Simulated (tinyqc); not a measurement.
CCD on RHF in the sto-6g basis, for H6, spin multiplicity 1, step by step. One step of it, computed by the program tinyqc.

Problem. Orthogonalisation. S = U s U^T; symmetric (Loewdin) form X = U s^(-1/2) U^T, so that X^T S X = 1.

overlap S, lower triangle:
```
          1H 1s     2H 1s     3H 1s     4H 1s     5H 1s     6H 1s
1H 1s  1.000000
2H 1s  0.638212  1.000000
3H 1s  0.104380  0.333475  1.000000
4H 1s  0.027921  0.104380  0.638212  1.000000
5H 1s  0.002297  0.010415  0.104380  0.333475  1.000000
6H 1s  0.000445  0.002297  0.027921  0.104380  0.638212  1.000000
```

Give: eigenvalues of S; X.

Solution.

eigenvalues of S: 0.2338  0.3262  0.4508  1.2631  1.6664  2.0598

X, lower triangle:
```
         1H 1s    2H 1s    3H 1s    4H 1s    5H 1s   6H 1s
1H 1s   1.2300
2H 1s  -0.4637   1.2980
3H 1s   0.0624  -0.2535   1.3069
4H 1s  -0.0203   0.0653  -0.4880   1.3069
5H 1s   0.0030  -0.0084   0.0653  -0.2535   1.2980
6H 1s  -0.0010   0.0030  -0.0203   0.0624  -0.4637  1.2300
```
